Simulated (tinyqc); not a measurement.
Superjunction drift layer against a plain one, charge balance: one step of the calculation.

Alternating n and p pillars of equal width wp, doping N and length Lp. When depleted, the lateral field peaks at Ex = q N wp/(2 eps0 eps_r) at the pillar junctions and a uniform vertical field Ey is added; breakdown is taken where Ex^2 + Ey^2 = Ef^2. Only the n pillars conduct, narrowed by the zero-bias depletion. A first-order model: the field peaks at the pillar ends are left out.

Problem. Doping of the plain drift layer. Ec(N) = E16 (N/1e16 cm^-3)^(1/8); N(new) = eps0 eps_r Ec(N)^2/(2 q BV).

Parameters, values chosen for the exercise; values close to those of silicon:
```
symbol,value,unit,meaning
eps_r,11.6,,relative permittivity of the semiconductor
E16,0.4,MV/cm,critical field at a doping of 1e16 cm^-3
BV,360,V,wanted breakdown voltage
```

Constants: q = 1.602176634e-19 C, eps0 = 8.8541878128e-14 F/cm where lengths are in cm. Results are converted to the units shown.

N at the start = 1e14 cm^-3

Find: Ec; N after iteration 1.

Solution.

Ec = 0.2249 MV/cm
N after iteration 1 = 4.505e14 cm^-3

Computed by the program tinyqc: `OMP_NUM_THREADS=1 python tinyqc.py 2590136 2590137 out.jsonl`, one thread of a shared Intel Xeon 2.30GHz, about 0.01 s for the whole run.
